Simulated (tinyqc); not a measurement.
Force balance against energy balance: elastic strain and critical thickness of a cubic alloy layer A(1-x)B(x) on a thick substrate. Computed by tinyqc, a small Python program. Command: `OMP_NUM_THREADS=1 python tinyqc.py 3013123 3013124 out.jsonl misfit walk`. One thread of a shared host (Intel(R) Xeon(R) Processor @ 2.30GHz), about 0.01 s of CPU time with the checks.

Strain is positive in tension. The layer is coherent with the substrate unless said otherwise.

Inputs (values chosen for the exercise, modelled on GaAs(1-x)P(x) on GaAs): fraction x of B = 0.39; lattice constant a_A = 5.653 angstrom; lattice constant a_B = 5.451 angstrom; substrate lattice constant a_S = 5.653 angstrom.

Growth plane: (111). Layer: uncapped. Misfit dislocation: 60-degree.

C11, C12, C44 of A (GPa): [118.5, 54.75, 59.2]

C11, C12, C44 of B (GPa): [137.9, 61.8, 69.86]

Method:
- a = (1 - x) a_A + x a_B, the same rule for each C_ij; misfit f = (a_S - a)/a, the in-plane strain of the coherent layer.
- Voigt averages: G = (C11 - C12 + 3 C44)/5, B = (C11 + 2 C12)/3, nu = (3 B - 2 G)/(2 (3 B + G)); b = a/sqrt(2). The 60-degree dislocation has cos alpha = 1/2, and cos lambda = sqrt(3)/6 on (111), for glide on an inclined {111} plane.
- Matthews-Blakeslee: h_c = A [ln(h_c/b) + 1], A = b (1 - nu cos^2 alpha)/(8 pi |f| (1 + nu) cos lambda), the factor 8 pi being that of an uncapped layer.
- People-Bean: h_c = P ln(h_c/b), P = (1 - nu)/(1 + nu) b^2/(16 pi sqrt(2) a f^2). The misfit is scaled by 0.25, 0.4, 0.6, 1, 1.5, 2.2 at fixed a, b and nu; the upper root is taken, and rows with A < 1.3 b or P < 3 b, where the roots shrink to the core size or vanish, are left out.

misfit f = 0.0141329

prefactor A = 2.92974 nm

Poisson ratio nu = 0.234995

Burgers vector b = 0.394157 nm

free lattice constant a = 5.57422 angstrom

Critical thickness:
```
|f| (%)  Matthews-Blakeslee (nm)  People-Bean (nm)   ratio
0.3533                    72.892            1618.7  22.207
0.5653                    41.417             550.3  13.287
0.8480                    25.182             212.4   8.436
1.4133                    13.221              61.4   4.643
2.1199                     7.778              21.6   2.783
3.1092                     4.605               7.4   1.596
```

The exponents d ln h_c/d ln f are -1.20 and -2.30 between the first rows, steeper than the -1 and -2 of the prefactors because of the logarithm. The ratio falls from 22.2 to 1.60 as the misfit grows. Where People-Bean lies above, a layer between the lines is metastable: dislocations would lower the energy but have to be nucleated. Above about 2 % misfit islands may come first.
